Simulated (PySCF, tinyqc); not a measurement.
MP2 on RHF in the sto-6g basis, for H4, spin multiplicity 1, step by step. The lowest restricted solution is unstable here: a spin-polarised one lies 0.0618 hartree lower (PySCF). One step of it, computed by the program tinyqc.

Task: Second-order Moller-Plesset energy. E2 = sum_ijab (ia|jb) [2 (ia|jb) - (ib|ja)] / (e_i + e_j - e_a - e_b) over occupied i, j and virtual a, b; the opposite-spin part is (ia|jb)^2 / denominator, the rest is same-spin, and SCS-MP2 scales them by 6/5 and 1/3.

orbital energies (hartree): MO1 -0.731655, MO2 -0.226856, MO3 0.259345, MO4 0.908054

Two-electron integrals over orbitals (pq|rs), unique and non-zero (hartree):
```
p,q,r,s,(pq|rs)
1,1,1,1,0.545809
2,1,2,1,0.142077
2,2,1,1,0.530055
2,2,2,2,0.540588
3,1,3,1,0.133245
3,2,3,2,0.076374
3,3,1,1,0.527989
3,3,2,2,0.514836
3,3,3,3,0.537184
4,1,3,2,0.076508
4,1,4,1,0.076714
4,2,3,1,0.130400
4,2,4,2,0.143047
4,3,2,1,0.138403
4,3,4,3,0.151896
4,4,1,1,0.534815
4,4,2,2,0.541718
4,4,3,3,0.541070
4,4,4,4,0.567008
```

Hartree-Fock energy = -1.82551656 hartree

Give: Terms; Pair energies; MP2 correlation energy; SCS-MP2 correlation energy; MP2 total energy.

Result:

Terms:
```
i,j,a,b,(ia|jb),(ib|ja),denominator,term
2,1,4,3,0.130,0.077,-2.126,-0.011
1,2,3,4,0.130,0.077,-2.126,-0.011
2,2,4,4,0.143,0.143,-2.270,-0.009
1,1,3,3,0.133,0.133,-1.982,-0.009
2,2,3,3,0.076,0.076,-0.972,-0.006
1,1,4,4,0.077,0.077,-3.279,-1.79e-03
1,2,4,3,0.077,0.130,-2.126,-8.14e-04
2,1,3,4,0.077,0.130,-2.126,-8.14e-04
```

Pair energies (hartree; pair i-j sums ij and ji):
```
pair,opposite spin,same spin
1-1,-0.011,0.000
2-1,-0.022,-2.73e-03
2-2,-0.015,0.000
```

MP2 correlation energy = -0.05000 hartree

SCS-MP2 correlation energy = -0.05763 hartree

MP2 total energy = -1.87552 hartree
